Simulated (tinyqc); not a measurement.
Crystallisation kinetics and data retention of a phase-change cell: two steps of the calculation.

Johnson-Mehl-Avrami-Kolmogorov law X = 1 - exp(-y^n), y = integral of k dt, k = (1/100 s) exp[-(Ec q/kB)(1/T - 1/T1)].

Values chosen for this exercise; values of the order of Ge-Sb-Te and related chalcogenides: activation energy of crystallisation Ec = 2.16 eV; temperature at which the rate k is 1/(100 s) T1 = 428 K; Avrami exponent n = 2; crystalline share at which the state is lost Xf = 0.4; storage temperature T = 327 K; heating rate b = 10 K/min; start of the ramp table Ta = 398 K; step of the table dT = 6 K; steps m = 10.

Constants: q = 1.602176634e-19 C, kB = 1.380649e-23 J/K. Results are converted to the units shown.

Task 1. Retention. At fixed T the state fails at t = (-ln(1 - Xf))^(1/n)/k; ten years are 3.15576e8 s.

Give: k; y at failure; time to fail; the same in years; temperature for ten years.

Result 1.

k = 1.3935e-10 1/s
y at failure = 0.71472
time to fail = 5.1288e9 s
the same in years = 162.52
temperature for ten years = 339.34 K

The cell meets ten years at 327 K.

Task 2. A heating ramp. T rises at the rate b. Start with y = k (kB Ta^2/(q Ec))/b, the integral from cold to Ta to leading order; over each step k is taken as exponential in T, so y gains (dT/b)(k2 - k1)/ln(k2/k1). dX/dt = n y^(n - 1) k exp(-y^n), listed as 0 once y^n exceeds 23.

Give: T; k; y; X; dX/dt.

Result 2.

T, point 0 to 10 (K): [398, 404, 410, 416, 422, 428, 434, 440, 446, 452, 458]
k, point 0 to 10 (1/s): [1.2101e-4, 3.0835e-4, 7.6448e-4, 0.0018464, 0.0043488, 0.010000, 0.022471, 0.049393, 0.10629, 0.22413, 0.46346]
y, point 0 to 10: [0.0045885, 0.011799, 0.029884, 0.074054, 0.17921, 0.42354, 0.97805, 2.2086, 4.8814, 10.568, 22.427]
X, point 0 to 10: [2.1054e-5, 1.3920e-4, 8.9267e-4, 0.0054690, 0.031607, 0.16421, 0.61580, 0.99239, 1.0000, 1.0000, 1.0000]
dX/dt, point 0 to 10 (1/s): [1.1105e-6, 7.2754e-6, 4.5651e-5, 2.7196e-4, 0.0015095, 0.0070797, 0.016888, 0.0016606, 0, 0, 0]

Range of the model: One Arrhenius rate is assumed; incubation, growth from the boundary and the non-Arrhenius kinetics of the supercooled liquid are left out.

Program tinyqc, `OMP_NUM_THREADS=1 python tinyqc.py 2490001 2490002 out.jsonl`; Intel Xeon 2.30GHz, shared host, one thread, about 0.02 s.
